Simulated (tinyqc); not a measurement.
Comparisons within one model: conductance of a narrow metal strip with scatterers (square lattice, Green functions). A value that a table varies takes the place of the one given here.

A strip of W sites across with hard walls, site energy 0 and hopping -t. Mode n = 1 to W has profile chi_n(j) = sqrt(2/(W + 1)) sin(n j pi/(W + 1)) and energy en = -2t cos(n pi/(W + 1)); E = en - 2t cos(kn a). With z_n = exp(i kn a) (Im k > 0 for closed modes, |z| < 1) each lead gives the self-energy -t z_n in mode n. One column carries the site energies v, here a notch at the edge (a site raised out of reach). In the mode basis V_nm = sum_j chi_n(j) v_j chi_m(j), G = (E - en + 2 t z_n - V)^-1, and t_nm = 2t sqrt(sin(kn a) sin(km a)) G_nm in size for open modes. T = sum |t_nm|^2, conductance (2e^2/h) T.

Constants: e^2/h = 3.874045865e-05 S.

Parameters, chosen for this exercise (hopping and spacing of the size met in Cu or Al; the lattice is a model; the results hold for these values, not for the real material):
- t = 0.97 eV (hopping)
- W = 5 (sites across)
- v = (50, 0, 0, 0, 0) eV (site energies in the scattering column)
- a = 2.77 angstrom (spacing)
- E = -0.12 eV (Fermi energy)

## Conductance steps with and without the scatterer

E is varied across the lower half of the band.

Against energy:

| E/t | E (eV) | open modes | T | reflected |
|---|---|---|---|---|
| -3.30 | -3.201 | 1 | 0.9783 | 0.0217 |
| -2.95 | -2.861 | 2 | 1.1578 | 0.8422 |
| -2.65 | -2.571 | 2 | 1.5790 | 0.4210 |
| -2.30 | -2.231 | 2 | 1.8118 | 0.1882 |
| -1.95 | -1.891 | 3 | 2.0291 | 0.9709 |
| -1.65 | -1.601 | 3 | 2.1459 | 0.8541 |
| -1.30 | -1.261 | 3 | 2.3356 | 0.6644 |
| -0.95 | -0.921 | 4 | 3.0051 | 0.9949 |
| -0.65 | -0.630 | 4 | 3.0209 | 0.9791 |
| -0.30 | -0.291 | 4 | 3.1856 | 0.8144 |
| 0.05 | 0.049 | 5 | 4.0010 | 0.9990 |

The clean strip goes from 1 to 5 open modes. The reflected flux ranges from 0.022 (E/t = -3.3) to 0.999 (E/t = 0.05). A scatterer on one site acts on one combination of modes only, so it can reflect at most one unit.

## The same scatterer in wider strips

Width (W + 1) a; the strength is the entry of v largest in size. The notch stays one site deep. Added resistance (1/T - 1/M)/(2 e^2/h), M the number of open modes.

Against width:

| W | width (angstrom) | M | T | T/M | added resistance (ohm) |
|---|---|---|---|---|---|
| 3 | 11.1 | 3 | 2.0010 | 0.6670 | 2147.8 |
| 4 | 13.8 | 4 | 3.0010 | 0.7502 | 1074.2 |
| 5 | 16.6 | 5 | 4.0009 | 0.8002 | 644.6 |
| 6 | 19.4 | 6 | 5.0009 | 0.8335 | 429.8 |
| 8 | 24.9 | 7 | 6.1568 | 0.8795 | 252.5 |
| 10 | 30.5 | 9 | 8.0079 | 0.8898 | 177.7 |
| 14 | 41.5 | 13 | 12.0021 | 0.9232 | 82.5 |
| 20 | 58.2 | 18 | 17.0052 | 0.9447 | 41.9 |

The added resistance is 2148 ohm at W = 3 and 41.9 at W = 20; from W = 10 to 20 it changes by a factor 0.24, where 1/M gives 0.50 and 1/M^2 gives 0.25. A point scatterer removes at most one unit of M (here 0.84 to 1.00), so its resistance is at most 1/(M (M - 1)) in units of h/2e^2, without bound for M = 1, with jumps where modes open or where the site sits near a node of the open modes; the largest value is at W = 3 (2148 ohm).

## What each change does

Open modes M, T and the added resistance (1/T - 1/M)/(2 e^2/h). Each row changes one parameter from the base and keeps the others.

Results:

| case | M | T | added resistance (ohm) |
|---|---|---|---|
| base | 5 | 4.0009 | 645 |
| t = 1.009 eV | 5 | 4.0010 | 645 |
| E = -0.04 eV | 5 | 4.0010 | 645 |
| v = (50, 50, 0, 0, 0) eV | 5 | 3.0015 | 1719 |

The largest shifts from the base row, up to three for each result and ties (the steps differ in size, so this ranks the rows, not the parameters). M: unchanged at the printed digits by t, E and v. T: v -0.9994, t +0.0001, E +0.0000. added resistance (ohm): v +1074; unchanged at the printed digits by t and E.

Program tinyqc; command `OMP_NUM_THREADS=1 python tinyqc.py 1480571 1480572 out.jsonl`; about 0.01 s on one thread of a shared Intel(R) Xeon(R) Processor @ 2.30GHz.
